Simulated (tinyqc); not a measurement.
Inside a calculation. Model: energy and delay of logic against supply voltage.

Computed by the program tinyqc: `OMP_NUM_THREADS=1 python tinyqc.py 2082120 2082121 out.jsonl`, one thread of a shared Intel Xeon 2.30GHz, about 0.01 s for the whole run. Printed values are rounded.

One expression serves below and above threshold: I(Vg) = Ik [ln(1 + exp((Vg - VT + dd V)/(al nf Vt)))]^al, with I_on = I(V) and I_off = I(0). Gate delay td = kd C V/I_on, clock period LD td. Per gate and cycle the switching energy is act C V^2 and the leakage energy I_off V LD td. No short-circuit current, no variation. Minima are sought above 0.09 V; below a few Vt gates no longer switch and the model has no meaning.

Parameters, values chosen for the exercise; values of the order met in logic technologies: temperature T = 378 K; threshold voltage at zero drain bias VT = 0.27 V; slope factor nf = 1.18; barrier lowering per volt of supply dd = 0.07; specific current of a gate Ik = 0.83 uA; exponent of the current law al = 1.5; load capacitance of a gate C = 2.3 fF; delay factor kd = 1.1; logic depth LD = 40; activity factor act = 0.2; supply voltage V = 0.37 V.

Constants: q = 1.602176634e-19 C, kB = 1.380649e-23 J/K, Vt = kB T/q. Results are converted to the units shown.

## Currents, delay and energies

I_on, I_off, td, clock frequency 1/(LD td), both energies and their sum.

I_on = 2.877030 uA
I_off = 1.433222 nA
td = 325.3702 ps
clock frequency = 0.07683555 GHz
switching energy = 62.97400 aJ
leakage energy = 6.901653 aJ
energy = 69.87565 aJ

I_on/I_off = 2010; leakage makes up 9.88 % of the energy.

## Starting value

V = 0.2 V.

V at the start = 0.2 V

## Iteration 1: new V

Minimum-energy supply: E(V) is the energy per gate and cycle; with h = 0.001 V, E' = (E(V + h) - E(V - h))/(2 h), E'' = (E(V - h) - 2 E(V) + E(V + h))/h^2, V(new) = V - E'/E''.

E' = -155.0131 aJ/V
E'' = 5198.012 aJ/V^2
V after iteration 1 = 0.2298216 V

## Iteration 2: new V

As before.

E' = -14.20047 aJ/V
E'' = 4191.235 aJ/V^2
V after iteration 2 = 0.2332098 V

## Course of the iteration

Stop when the step is below 1e-9 V, or after 40 iterations.

Course of the iteration:
```
iteration  V before the step (V)   step (V)
1                            0.2     0.0298
2                      0.2298216    3.39e-3
3                      0.2332098    5.24e-5
4                      0.2332622    1.25e-8
5                      0.2332622  -2.10e-14
```

Converged in 5 iterations. There leakage makes up 43.3 % of the energy and the clock runs at 13.6 MHz.
